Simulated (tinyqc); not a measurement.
# Length offset and series resistance from crossing lines

Problem. R_total = Rs + k (L - dL)/Vo with constant Rs, dL and k. Find k, dL and Rs.

R_total at (L, Vo) = (90, 0.38), (270, 0.38), (90, 0.91) and (270, 0.91), L in nm and Vo in V (ohm um): 855.31579  2465.8421  520.24176  1192.7692

Solution. At each overdrive R is a straight line in L with slope k/Vo; the two lines cross at L = dL, R = Rs.

k = 3.40 ohm um V/nm
dL = 25.7 nm
Rs = 280 ohm um

tinyqc, about 0.05 s, one thread, Intel Xeon 2.30GHz (shared host): `OMP_NUM_THREADS=1 python tinyqc.py 2282034 2282035 out.jsonl`
